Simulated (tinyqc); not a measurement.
From results back to parameters: standing waves and exposure in a photoresist film. Five cases, with inputs chosen for the exercise.

Problem. Bleaching of a resist on an index-matched plate: T(0) = T12 exp(-(A + B) d), T(end) = T12 exp(-B d), T12 = 1 - ((n1 - 1)/(n1 + 1))^2, and the first slope dT/dD = T(0) C A T12 (1 - exp(-(A + B) d))/(A + B). Here d = dT and D is the dose; A, B and C are hidden.

Find: A; B; C.

Method. A = ln(T(end)/T(0))/d, B = ln(T12/T(end))/d, and the slope then gives C.

Case 1.

Values chosen (out of a larger set: a resist on Si, indices near tabulated ones; not measured data): n1 = 1.672 (resist index); dT = 0.102 micrometre (resist thickness on an index-matched plate).

T(0) = 0.851105
T(end) = 0.858079
dT/dD = 0.00023574 cm^2/mJ

Solution.

A = 0.08 1/micrometre
B = 0.86 1/micrometre
C = 0.038 cm^2/mJ

Case 2.

Values chosen (out of a larger set: a resist on polySi, indices near tabulated ones; not measured data): n1 = 1.732 (resist index); dT = 0.164 micrometre (resist thickness on an index-matched plate).

T(0) = 0.867850
T(end) = 0.880754
dT/dD = 0.00021848 cm^2/mJ

Solution.

A = 0.09 1/micrometre
B = 0.32 1/micrometre
C = 0.019 cm^2/mJ

Case 3.

Values chosen (out of a larger set: a resist on polySi, indices near tabulated ones; not measured data): n1 = 1.783 (resist index); dT = 0.355 micrometre (resist thickness on an index-matched plate).

T(0) = 0.715683
T(end) = 0.738919
dT/dD = 0.00027918 cm^2/mJ

Solution.

A = 0.09 1/micrometre
B = 0.62 1/micrometre
C = 0.015 cm^2/mJ

Case 4.

Values chosen (out of a larger set: a resist on Si, indices near tabulated ones; not measured data): n1 = 1.736 (resist index); dT = 0.385 micrometre (resist thickness on an index-matched plate).

T(0) = 0.619176
T(end) = 0.645961
dT/dD = 0.00080034 cm^2/mJ

Solution.

A = 0.11 1/micrometre
B = 0.94 1/micrometre
C = 0.040 cm^2/mJ

Case 5.

Values chosen (out of a larger set: a resist on Si, indices near tabulated ones; not measured data): n1 = 1.741 (resist index); dT = 0.557 micrometre (resist thickness on an index-matched plate).

T(0) = 0.627638
T(end) = 0.645363
dT/dD = 0.00042935 cm^2/mJ

Solution.

A = 0.05 1/micrometre
B = 0.65 1/micrometre
C = 0.032 cm^2/mJ

Computed by tinyqc, one run a case: `OMP_NUM_THREADS=1 python tinyqc.py N N+1 out.jsonl` with N = 1680442, 1680457, 1680477, 1680506, 1680576; one thread of a shared Intel(R) Xeon(R) Processor @ 2.30GHz, about 0.01 s a run at most.
